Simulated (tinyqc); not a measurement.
Length of a polyene: Hueckel, PPP and singles CI along the polyenes. Computed by the program tinyqc. Hueckel uses the same beta without repulsion; CIS keeps all single excitations and so misses the low, doubly excited 2Ag state. W is the valence ionisation energy of a centre, MN the Mataga-Nishimoto formula, f the oscillator strength.

All-trans chains of carbon centres 1.40 angstrom apart:
```
parameter,value
"beta (eV), times 1 +/- alternation",-2.340000
alternation,0.050000
W (eV),11.160000
gamma_rr (eV),10.960000
repulsion formula,Ohno
```

Gaps and excitations (eV):
```
centres,Hueckel gap,PPP orbital gap,bright singlet (CIS),f,lowest triplet (CIS)
2,4.9140,12.4141,6.6439,0.5696,3.1841
4,3.1704,9.8507,5.1905,1.0650,2.2077
6,2.3758,8.5505,4.3339,1.4910,1.7435
8,1.9263,7.7756,3.7818,1.8676,1.4919
10,1.6383,7.2696,3.4021,2.2060,1.3412
```

What does the comparison show, and why?

The Hueckel gap tends to 4 x alternation x |beta| = 0.47 eV for long chains. Exchange opens the PPP orbital gap, and the attraction of electron and hole brings the bright state 3.87 eV below it at 10 centres; the triplet lies 2.06 eV lower still.
